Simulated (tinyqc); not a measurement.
Tuning the antireflection layer: standing waves and exposure in a photoresist film.

Normal incidence from air. Unexposed resist: N1 = n1 + i k1 with k1 = (A + B) lam/(4 pi), lam in micrometres. r01 = (1 - N1)/(1 + N1), t01 = 2/(1 + N1). Below the resist lie the layer Na = na + i ka and the substrate Ns = ns + i ks: r12 = (r1a + ras x)/(1 + r1a ras x), x = exp(4 pi i Na da/lam), r1a = (N1 - Na)/(N1 + Na), ras = (Na - Ns)/(Na + Ns). With p = exp(2 pi i N1 d/lam), the field at depth z is E(z) = t01 [exp(2 pi i N1 z/lam) + r12 p^2 exp(-2 pi i N1 z/lam)]/(1 + r01 r12 p^2), the relative intensity I(z) = n1 |E(z)|^2 and the reflectance R = |(r01 + r12 p^2)/(1 + r01 r12 p^2)|^2.

Parameters, chosen for this exercise (a resist on Al, indices near tabulated ones; not measured data): lam = 365 nm (vacuum wavelength); n1 = 1.731 (resist index); A = 0.79 1/micrometre (bleachable absorption (Dill A)); B = 0.11 1/micrometre (fixed absorption (Dill B)); d = 713 nm (resist thickness); ns = 0.411 (substrate n); ks = 4.506 (substrate k); na = 1.724 (n of the bottom antireflection layer); ka = 0.328 (its k).

da takes the values listed; the contrast is (Imax - Imin)/(Imax + Imin) over the lowest period of the resist (60 depths).

Results:

| da (nm) | \|r12\|^2 | contrast |
|---|---|---|
| 0 | 0.8680 | 0.988 |
| 10 | 0.7729 | 0.979 |
| 20 | 0.6164 | 0.953 |
| 30 | 0.4396 | 0.898 |
| 40 | 0.2856 | 0.810 |
| 50 | 0.1749 | 0.696 |
| 60 | 0.1089 | 0.588 |
| 75 | 0.0763 | 0.517 |
| 90 | 0.0887 | 0.556 |
| 110 | 0.1041 | 0.539 |
| 140 | 0.0465 | 0.377 |

|r12|^2 starts at 0.8680 and is lowest, 0.0465, at 140 nm of those listed, where the contrast is 0.377 against 0.988. The contrast follows 2|r|/(1 + |r|^2), so even |r12|^2 = 0.01 leaves about 0.2. No listed thickness brings |r12|^2 below 0.01.

Program tinyqc; command `OMP_NUM_THREADS=1 python tinyqc.py 1680633 1680634 out.jsonl`; about 0.01 s on one thread of a shared Intel(R) Xeon(R) Processor @ 2.30GHz.
